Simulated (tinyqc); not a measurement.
# Surface potential of a MOS transistor: implicit equation and explicit approximations: accuracy of the approximations against gate voltage

p-type body, charge-sheet picture, depletion and inversion only, full ionisation (an idealisation for deep acceptors), Boltzmann statistics (rough once Na exp(x - xn) passes about Nc/7). In units of Vt: xg = (Vg - Vfb)/Vt, x = psi/Vt, G = gamma/sqrt(Vt), xn = (2 phiF + Vc)/Vt. The implicit equation is (xg - x)^2 = G^2 [x - 1 + exp(x - xn)] for x above about 3. Cox = eps0 eox/tox.

ni = sqrt(Nc Nv) exp(-Eg/(2 Vt)), Eg in volts; phiF = Vt ln(Na/ni); gamma = sqrt(2 q eps0 eps_r Na)/Cox; VT = Vfb + Vt (xn + G sqrt(xn - 1)). Depletion value a = 1 + [sqrt(G^2/4 + xg - 1) - G/2]^2; inversion value b = xn + ln[(xg - xn)^2/G^2 - xn + 1] and first guess y = min(a, b) - ln(1 + exp(-|a - b|)) if a > xn + 1, else b = y = a; one second-order correction with D = exp(y - xn), p = 2 (xg - y) + G^2 (1 + D), w = (xg - y)^2 - G^2 (y - 1 + D): z = y + 2 w/(p + sqrt(p^2 - 2 (2 - G^2 D) w)), or the Newton step z = y + w/p where the root is not real. N_inv = (Cox Vt G/q) [sqrt(x - 1 + exp(x - xn)) - sqrt(x - 1)] at the root. Lambert form (Cox m Vt/q) W0[(G/(2 m sqrt(xn - 1))) exp((Vg - VT)/(m Vt))], m = 1 + G/(2 sqrt(xn - 1)). Errors under 1e-4 mV, and the linear form below VT, are printed as 0.

Inputs (values chosen for the exercise); band and dielectric values close to those of silicon:
```
symbol    value   unit                                                                 meaning
T           300      K                                                             temperature
Eg         1.11     eV                                                                band gap
eps_r      11.9                                                          relative permittivity
Nc      2.83e19  cm^-3                                  conduction-band density of states at T
Nv       2.7e19  cm^-3                                     valence-band density of states at T
eox         3.9         relative permittivity of the gate insulator (close to silicon dioxide)
tox         1.4     nm                                                     insulator thickness
Na       8.6e17  cm^-3                                                        acceptor density
Vfb       -0.81      V                                                       flat-band voltage
Vc          0.2      V                                                    channel-body voltage
```

Constants: q = 1.602176634e-19 C, kB = 1.380649e-23 J/K, Vt = kB T/q, eps0 = 8.8541878128e-14 F/cm where lengths are in cm. Results are converted to the units shown.

Accuracy of the approximations against gate voltage:

| Vg (V) | psi (V) | x - xn | error of y (mV) | error of z (mV) | N_inv (cm^-2) | Cox (Vg - VT)/q (cm^-2) | Lambert form (cm^-2) |
|---|---|---|---|---|---|---|---|
| 0.15 | 0.7714 | -13.89 | 0 | 0 | 4.651e4 | 0 | 3.361e4 |
| 0.35 | 0.9500 | -6.986 | 2.44e-3 | 0 | 4.183e7 | 0 | 3.715e7 |
| 0.55 | 1.128 | -0.09240 | 2.21 | -2.25e-4 | 3.755e10 | 0 | 3.770e10 |
| 0.75 | 1.228 | 3.760 | 21.2 | 5.79 | 1.427e12 | 3.076e12 | 1.499e12 |
| 0.95 | 1.261 | 5.038 | 15.3 | -1.69 | 3.947e12 | 6.155e12 | 4.132e12 |
| 1.15 | 1.280 | 5.787 | 11.8 | -0.625 | 6.699e12 | 9.234e12 | 6.981e12 |
| 1.35 | 1.294 | 6.325 | 9.80 | -0.324 | 9.543e12 | 1.231e13 | 9.906e12 |
| 1.55 | 1.305 | 6.748 | 8.45 | -0.197 | 1.244e13 | 1.539e13 | 1.287e13 |
| 1.75 | 1.314 | 7.097 | 7.47 | -0.131 | 1.536e13 | 1.847e13 | 1.586e13 |

Read the table: what changes, and by how much?

psi rises from 0.771 to 1.31 V and ends 7.1 Vt above 2 phiF + Vc. Among the rows the first guess is off by at most 21 mV (at Vg = 0.75 V) and the corrected value by at most 5.8 mV. In the last row the linear form is 20 % above N_inv and the Lambert form 3.2 % above it; in the first row the Lambert form is 28 % below it. For Vg = 0.75, 0.95, 1.15, 1.35, 1.55, 1.75 the electron quasi-Fermi level lies less than 2 Vt below the band edge at the surface, or above it, where degeneracy and confinement, left out, matter.

Program tinyqc, `OMP_NUM_THREADS=1 python tinyqc.py 2122057 2122058 out.jsonl`; Intel Xeon 2.30GHz, shared host, one thread, about 0.01 s.
